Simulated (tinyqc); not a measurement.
Switching kinetics of a ferroelectric film and the memory window of a ferroelectric gate stack: one step, computed by the program tinyqc.

Fields in MV/cm; 1 microcoulomb/cm^2 over eps_0 is 11.29409 MV/cm. In the stack (metal, ferroelectric, interlayer, channel) the channel is taken as a conductor.

Question. Memory window. Saturated branches: P(E) = P_s tanh[(E -/+ E_c)/(2 delta)], delta = E_c/ln[(1 + P_r/P_s)/(1 - P_r/P_s)]; D = P + eps_0 eps_F E. At threshold the channel charge is negligible, so D = 0 on each branch: (1 - s) P(E) + eps_0 eps_F E = 0, with the screened share s. The rising branch has the root E0 between 0 and E_c; window = 2 E0 t_F; its upper bound is 2 E_c t_F.

Inputs (values chosen for the exercise, for a model hafnia-based film): saturation polarisation P_s = 15 microcoulomb/cm^2; ratio P_r/P_s = 0.76; coercive field E_c = 0.96 MV/cm; permittivity of the ferroelectric eps_F = 37; thickness t_F = 16 nm; share s of P screened by trapped charge = 0.88.

delta = 0.4818237 MV/cm

Give: field E0; memory window; bound 2 E_c t_F; fixed-charge estimate 2 (1 - s) P_r t_F/(eps_0 eps_F).

Answer.

field E0 = 0.3195 MV/cm

memory window = 1.022 V

bound 2 E_c t_F = 3.072 V

fixed-charge estimate 2 (1 - s) P_r t_F/(eps_0 eps_F) = 1.336 V

Charge and coercive field both limit the window.
